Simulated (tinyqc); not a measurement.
Carrier lifetime of an n-type layer with SRH, radiative, Auger and surface recombination: two steps of the calculation.

Uniform excess density dn = dp (no trapping), n = n0 + dn, p = p0 + dn, Boltzmann statistics, full ionisation. Surfaces enter as a rate 2 S dn/d, which holds while diffusion to them is fast.

Inputs (values chosen for the exercise); band and dielectric values close to those of 4H silicon carbide: temperature T = 350 K; band gap Eg = 3.27 eV; conduction-band density of states at T Nc = 2.12e19 cm^-3; valence-band density of states at T Nv = 3.13e19 cm^-3; radiative coefficient B = 1.49e-12 cm^3/s; donor density N = 3.4e16 cm^-3; Auger coefficient (two electrons) Cn = 3.1e-31 cm^6/s; Auger coefficient (two holes) Cp = 2.7e-31 cm^6/s; trap density Nt = 6.8e10 cm^-3; capture cross-section for electrons sn = 4e-14 cm^2; capture cross-section for holes sp = 2e-14 cm^2; thermal velocity (both carriers) vth = 1e7 cm/s; trap level below the conduction band Et = 1.24 eV; surface recombination velocity (both faces) S = 200 cm/s; sample thickness d = 3 um; generation rate G = 2.1e19 cm^-3 s^-1.

Constants: q = 1.602176634e-19 C, kB = 1.380649e-23 J/K, Vt = kB T/q. Results are converted to the units shown.

Task 1. Equilibrium densities and SRH constants. ni = sqrt(Nc Nv) exp(-Eg/(2 Vt)), Eg in volts; majority density N/2 + sqrt(N^2/4 + ni^2), n0 p0 = ni^2; n1 = Nc exp(-Et/Vt), p1 = Nv exp((Et - Eg)/Vt); tn0 = 1/(sn vth Nt), tp0 = 1/(sp vth Nt).

Give: ni; n0; p0; n1; p1; tn0; tp0.

Result 1.

ni = 7.379e-5 cm^-3
n0 = 3.400e16 cm^-3
p0 = 1.601e-25 cm^-3
n1 = 29.59 cm^-3
p1 = 1.840e-10 cm^-3
tn0 = 3.676e-5 s
tp0 = 7.353e-5 s

Task 2. New dn. With e = n p - ni^2 = dn (n0 + p0 + dn): U_SRH = e/(tp0 (n + n1) + tn0 (p + p1)), U_rad = B e, U_Aug = (Cn n + Cp p) e, U_s = 2 S dn/d. Substitution: tau = dn/U with U the sum, dn(new) = G tau.

dn at the start = 3e14 cm^-3
n0 = 3.4e16 cm^-3
p0 = 1.6013035e-25 cm^-3
n1 = 29.588416 cm^-3
p1 = 1.8400552e-10 cm^-3
tn0 = 3.6764706e-5 s
tp0 = 7.3529412e-5 s

Find: U_SRH; U_rad; U_Aug; U_s; tau; dn after iteration 1.

Result 2.

U_SRH = 4.062e18 cm^-3 s^-1
U_rad = 1.533e19 cm^-3 s^-1
U_Aug = 1.102e17 cm^-3 s^-1
U_s = 4.000e20 cm^-3 s^-1
tau = 7.151e-7 s
dn after iteration 1 = 1.502e13 cm^-3

tinyqc, about 0.01 s, one thread, Intel Xeon 2.30GHz (shared host): `OMP_NUM_THREADS=1 python tinyqc.py 2300127 2300128 out.jsonl`
